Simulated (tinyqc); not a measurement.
Thin-film optics by transfer matrices: one step. Reflection and transmission. Four cases, with inputs chosen for the exercise.

Problem. Close the stack on the substrate.

Indices N = n + i k. Snell: N0 sin(theta) = N_j sin(theta_j), with Im(N_j cos theta_j) >= 0. Admittance y_j = N_j cos theta_j for s and N_j/cos theta_j for p. Phase delta_j = 2 pi N_j cos theta_j d_j/lambda. Layer matrix [[cos delta, -i sin delta/y], [-i y sin delta, cos delta]], multiplied from the top down to M. (B, C) = M (1, y_sub); r = (y0 B - C)/(y0 B + C), R = |r|^2, T = 4 Re y0 Re y_sub/|y0 B + C|^2, absorbed in the films 1 - R - T.

Give: B, C; r; R; T into the substrate; absorbed in the films.

Case 1.

M:
```
                     1                    2
1  -0.157404-0.426797i  -0.118259-0.578200i
2   0.075312-2.030959i  -0.266198-0.527435i
```

y_j: ambient 1.154701, film 1 1.777700+0.024626i, film 2 1.842553+0.276622i, film 3 1.562280, substrate 4.874955+2.608102i

Solution.

B, C: 0.7741-3.5539i  0.1532-5.2965i

r = -0.1167+0.0918i
R = 0.0220
T into the substrate = 0.2517
absorbed in the films = 0.7263

The bare substrate would reflect 0.4783.

Case 2.

M:
```
            1           2
1    0.073030  -0.489127i
2  -2.033555i    0.073030
```

y_j: ambient 1.000000, film 1 2.039000, substrate 0.269000+3.457000i

Solution.

B, C: 1.7639-0.1316i  0.0196-1.7811i

r = -0.0064+0.9180i
R = 0.8427
T into the substrate = 0.1573
absorbed in the films = 0.0000

The bare substrate would reflect 0.9207.

Case 3.

M:
```
                     1                    2
1  -0.887688+0.002764i  -0.000222+0.057957i
2  -0.039704+1.834864i  -1.006734-0.000085i
```

y_j: ambient 2.923804, film 1 4.133562+0.038761i, film 2 1.898728, substrate 4.026120+0.019340i

Solution.

B, C: -0.8897+0.2361i  -4.0929+1.8151i

r = -0.2506+0.0742i
R = 0.0683
T into the substrate = 0.9216
absorbed in the films = 0.0100

The bare substrate would reflect 0.0252.

Case 4.

M:
```
            1           2
1   -0.931236  -0.232434i
2  -0.571342i   -0.931236
```

y_j: ambient 1.154701, film 1 1.567827, substrate 0.269522+3.514476i

Solution.

B, C: -0.1144-0.0626i  -0.2510-3.8441i

r = -0.9569-0.0632i
R = 0.9196
T into the substrate = 0.0804
absorbed in the films = 0.0000

The bare substrate would reflect 0.9134.

Computed by tinyqc, one run a case: `OMP_NUM_THREADS=1 python tinyqc.py N N+1 out.jsonl` with N = 1680697, 1680820, 1680838, 1680853; one thread of a shared Intel(R) Xeon(R) Processor @ 2.30GHz, about 0.03 s a run at most.
